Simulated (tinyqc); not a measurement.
Surface potential of a MOS transistor: implicit equation and explicit approximations: one step of the calculation.

p-type body, charge-sheet picture, depletion and inversion only, full ionisation (an idealisation for deep acceptors), Boltzmann statistics (rough once Na exp(x - xn) passes about Nc/7). In units of Vt: xg = (Vg - Vfb)/Vt, x = psi/Vt, G = gamma/sqrt(Vt), xn = (2 phiF + Vc)/Vt. The implicit equation is (xg - x)^2 = G^2 [x - 1 + exp(x - xn)] for x above about 3. Cox = eps0 eox/tox.

Question. Scales. ni = sqrt(Nc Nv) exp(-Eg/(2 Vt)), Eg in volts; phiF = Vt ln(Na/ni); gamma = sqrt(2 q eps0 eps_r Na)/Cox; VT = Vfb + Vt (xn + G sqrt(xn - 1)).

Parameters, values chosen for the exercise; band and dielectric values close to those of silicon:
- T = 300 K (temperature)
- Eg = 1.13 eV (band gap)
- eps_r = 11.7 (relative permittivity)
- Nc = 2.83e19 cm^-3 (conduction-band density of states at T)
- Nv = 2.67e19 cm^-3 (valence-band density of states at T)
- eox = 3.9 (relative permittivity of the gate insulator (close to silicon dioxide))
- tox = 2.8 nm (insulator thickness)
- Na = 2.6e17 cm^-3 (acceptor density)
- Vfb = -0.83 V (flat-band voltage)
- Vc = 0.5 V (channel-body voltage)
- Vg = 0.84 V (gate-body voltage)

Constants: q = 1.602176634e-19 C, kB = 1.380649e-23 J/K, Vt = kB T/q, eps0 = 8.8541878128e-14 F/cm where lengths are in cm. Results are converted to the units shown.

Find: phiF; gamma; G; xn; VT; xg.

Answer.

phiF = 0.4445 V
gamma = 0.2382 V^0.5
G = 1.482
xn = 53.73
VT = 0.8371 V
xg = 64.60

tinyqc, about 0.01 s, one thread, Intel Xeon 2.30GHz (shared host): `OMP_NUM_THREADS=1 python tinyqc.py 2122207 2122208 out.jsonl`
